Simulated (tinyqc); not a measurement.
## Resonant-tunnelling diode, transfer matrices and Tsu-Esaki current: effect of temperature at two biases

Emitter (band edge 0), barrier d1, well Lw, barrier d2, collector (edge -V). The bias drops linearly over these layers and none in the contacts; each layer is cut into ns equal slices, flat at the value of their centres. E is the energy of motion across the layers, C = hbar^2/(2 m0), psi and psi'/m are continuous. Transport is coherent, T(E) is taken as independent of the transverse momentum, and charge in the well is ignored.

The current at V = 0.236 V and at V = 0.361 V, Ef held fixed. For the pair (psi, psi'/m) a flat layer has M = [[cos kd, (m/k) sin kd], [-(k/m) sin kd, cos kd]] with k = sqrt(m (E - U)/C) above its edge U, and M = [[cosh Kd, (m/K) sinh Kd], [(K/m) sinh Kd, cosh Kd]] with K = sqrt(m (U - E)/C) below it. Later slices stand to the left. With M acting on (psi, psi'/m) and v = k/m in each lead, T(E) = 4 vL vR/[(vL vR M12 - M21)^2 + (vR M11 + vL M22)^2]. J = J0 times the integral over E > 0 of T(E) N(E), N = ln[(1 + exp((Ef - E)/Vt))/(1 + exp((Ef - V - E)/Vt))], J0 = q^2 mw m0 kB T/(2 pi^2 hbar^3) (times 1e-4 for A/cm^2 per eV). The integral is converged to the digits shown.

Values chosen for this exercise; masses and offsets of a made-up heterostructure: mass in the well, spacer and contacts mw = 0.21 m0; barrier height U1 = 0.66 eV; barrier mass m1 = 0.22 m0; emitter barrier d1 = 1 nm; well width Lw = 2.4 nm; collector barrier d2 = 0.9 nm; slices in each layer ns = 3; Fermi energy of both contacts above their band edges Ef = 0.062 eV.

Constants: q = 1.602176634e-19 C, kB = 1.380649e-23 J/K, hbar = 1.054571817e-34 J s, m0 = 9.1093837015e-31 kg, Vt = kB T/q, hbar^2/(2 m0) = 0.0380998212 eV nm^2. Results are converted to the units shown.

Result of one run:

| T (K) | J at 0.236 V (kA/cm^2) | J at 0.361 V (kA/cm^2) | ratio |
|---|---|---|---|
| 220 | 706.8 | 50.35 | 14.04 |

What becomes of these results when the temperature T is changed from 220 to 300 K, all else the same?

Result of the changed run:

| T (K) | J at 0.236 V (kA/cm^2) | J at 0.361 V (kA/cm^2) | ratio |
|---|---|---|---|
| 300 | 768.1 | 64.13 | 11.98 |

The whole series:

| T (K) | J at 0.236 V (kA/cm^2) | J at 0.361 V (kA/cm^2) | ratio |
|---|---|---|---|
| 40 | 645.2 | 35.45 | 18.20 |
| 77 | 648.8 | 36.81 | 17.62 |
| 150 | 668.7 | 42.07 | 15.89 |
| 220 | 706.8 | 50.35 | 14.04 |
| 300 | 768.1 | 64.13 | 11.98 |
| 400 | 862.6 | 91.00 | 9.478 |

The first current rises from 645 to 863 kA/cm^2, the second rises from 35.4 to 91.0 kA/cm^2, and their ratio falls from 18.2 to 9.48. Heat lifts electrons to energies where the barriers transmit more, which raises the second current by a far larger factor than the first.

Numbers from tinyqc (`OMP_NUM_THREADS=1 python tinyqc.py 2600153 2600154 out.jsonl`; about 0.2 s on one thread of a shared Intel Xeon 2.30GHz).
